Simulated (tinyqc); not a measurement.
# Changing the modulation frequency f

Model: time-domain thermoreflectance: layered heat flow under a modulated pulse train, and what the signal ratio measures. Computed by tinyqc, a small Python program. Command: `OMP_NUM_THREADS=1 python tinyqc.py 3112191 3112192 out.jsonl tdtr sweep`. One thread of a shared host (Intel(R) Xeon(R) Processor @ 2.30GHz), about 0.2 s of CPU time with the checks.

Pulses repeat at 80 MHz; heat is laid down at the surface, all layers are isotropic, and the film is in perfect contact with the substrate.

Inputs (values chosen for the exercise, modelled on aluminium on germanium):

| quantity | value | unit |
|---|---|---|
| metal thickness d | 96 | nm |
| metal conductivity | 190 | W/(m K) |
| metal heat capacity | 2.42 | MJ/(m^3 K) |
| boundary conductance G under the metal | 86 | MW/(m^2 K) |
| film thickness | 100 | nm |
| film conductivity | 9.5 | W/(m K) |
| film heat capacity | 2.2 | MJ/(m^3 K) |
| substrate conductivity kappa | 58.5 | W/(m K) |
| substrate heat capacity C | 1.67 | MJ/(m^3 K) |
| spot radius w (1/e^2, pump and probe) | 15 | micrometre |
| delay t | 580 | ps |

Stack: metal, film, substrate.

Method:
- Penetration depth sqrt(kappa/(pi f C)); effusivity sqrt(kappa C); cooling time of the metal d C_m/G; Kapitza length kappa/G.
- For radial wave number k and angular frequency W each layer has u = sqrt(4 pi^2 k^2 + i W C/kappa) and gamma = kappa u. Surface impedance from below: Z = 1/gamma for the substrate; a layer of thickness L maps Z to (Z + tanh(u L)/gamma)/(1 + gamma Z tanh(u L)); a boundary adds 1/G.
- Response per absorbed watt H(W) = 2 pi int_0^(2/w) Z(k, W) exp(-pi^2 k^2 w^2) k dk by 20 Gauss-Legendre points.
- Signal: X + iY = sum_(m = -M..M) H(2 pi (f + m f_r)) exp(i 2 pi m f_r t) exp(-pi (m/M)^2 x 4), f_r = 80 MHz, M = 4000, with H(-W) the complex conjugate of H(W); V_in = X, V_out = Y, ratio = -V_in/V_out.

One run for each value:

| modulation frequency f (MHz) | ratio -V_in/V_out | phase of H(2 pi f) (degrees) | penetration depth (micrometre) |
|---|---|---|---|
| 0.30 | 2.351 | -30.71 | 6.097 |
| 0.55 | 2.406 | -32.04 | 4.503 |
| 1.00 | 2.584 | -32.37 | 3.339 |
| 1.80 | 2.831 | -32.37 | 2.489 |
| 3.30 | 3.089 | -32.92 | 1.838 |
| 6.00 | 3.273 | -35.02 | 1.363 |
| 11.00 | 3.395 | -39.76 | 1.007 |
| 20.00 | 3.746 | -47.44 | 0.747 |

Describe the trends.

Over the rows, ratio -V_in/V_out rises from 2.35 to 3.75 (exponent d ln y / d ln x 0.038 between the first rows and 0.16 between the last); phase of H(2 pi f) (degrees) lies between -47.4 and -30.7 without a single trend; penetration depth (micrometre) falls from 6.10 to 0.747 (exponent d ln y / d ln x about -0.50 throughout).
